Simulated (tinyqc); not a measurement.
Reflectance across the plasma edge: free-carrier optics of a doped semiconductor (Drude model with one polar phonon).

eps(E) = ei [1 - Ep^2/(E^2 + i E Gam)] + (es - ei) wT^2/(wT^2 - E^2 - i E gT), with Ep^2 = 8 pi c (e^2/(4 pi eps0)) N/(m ei), c = hbar^2/2m0, N in 1/angstrom^3 (1e-24 per 1/cm^3); Gam = hbar/tau, tau = mu m m0/e with m0/e = 5.685630e-12 kg/C and mu in m^2/(V s). Energies in meV.

n + i k = sqrt(eps1 + i eps2) with k >= 0; R = ((n - 1)^2 + k^2)/((n + 1)^2 + k^2) at normal incidence from vacuum; alpha = 2 E k/(hbar c), times 1e8 for 1/cm; loss function Im(-1/eps) = eps2/(eps1^2 + eps2^2).

Constants: hbar^2/2m0 = 3.80998211 eV angstrom^2; e^2/(4 pi eps0) = 14.39964547 eV angstrom; hbar = 6.58211957e-16 eV s; hbar c = 1973.269805 eV angstrom.

Inputs chosen for the exercise (mass and dielectric values near those of GaN; N and mu are free inputs; interband absorption and the rise of the mass with filling are left out; shifted at random, so the results belong to these values and not to a real crystal):
- N = 4e+19 1/cm^3 (carrier density)
- m = 0.204 m0 (conductivity mass)
- mu = 110 cm^2/(V s) (mobility)
- ei = 5.2 (high-frequency dielectric constant)
- wT = 69.7 meV (TO phonon)
- es = 9.38 (static dielectric constant)
- gT = 0.5 meV (phonon damping)

Spectrum:

| E (meV) | eps1 | eps2 | R | alpha (1/cm) |
|---|---|---|---|---|
| 22.8 | -75.10 | 192.30 | 0.855 | 2.74e+04 |
| 68.4 | 77.52 | 48.57 | 0.668 | 1.83e+04 |
| 114.0 | -14.56 | 7.83 | 0.797 | 4.56e+04 |
| 159.6 | -5.39 | 3.11 | 0.697 | 3.90e+04 |
| 193.8 | -2.14 | 1.79 | 0.538 | 3.09e+04 |
| 228.0 | -0.18 | 1.12 | 0.214 | 1.87e+04 |
| 250.8 | 0.73 | 0.85 | 0.049 | 1.12e+04 |
| 285.0 | 1.71 | 0.58 | 0.028 | 6.36e+03 |
| 342.0 | 2.76 | 0.34 | 0.064 | 3.55e+03 |
| 684.1 | 4.58 | 0.04 | 0.132 | 702 |
| 1140.1 | 4.98 | 0.01 | 0.145 | 243 |

Give the missing row, E (meV) = 456.0.

Computed row:
```
E (meV)  eps1  eps2      R  alpha (1/cm)
456.0    3.82  0.15  0.104      1.72e+03
```

Ep = 228.0 meV and Gam = 51.6 meV. R is 0.855 at the lowest energy and lowest, 0.028, at 285.0 meV of those listed; without damping and phonon it would vanish at Ep sqrt(ei/(ei - 1)) = 253.7 meV. At the highest energy R is 0.145, against 0.152 for ei alone. Between the last two rows alpha goes as E^-2.07, where the Drude limit far above Ep and Gam is E^-2. Inside the metallic range the phonon cuts a dip in R near L-, below wT = 69.7 meV, which the rows may miss.

Computed by tinyqc, a small Python program: `OMP_NUM_THREADS=1 python tinyqc.py 1650177 1650178 out.jsonl` (the numbers bound the seed that draws the inputs); one thread of a shared host (Intel(R) Xeon(R) Processor @ 2.30GHz), about 0.01 s for the whole set of steps.
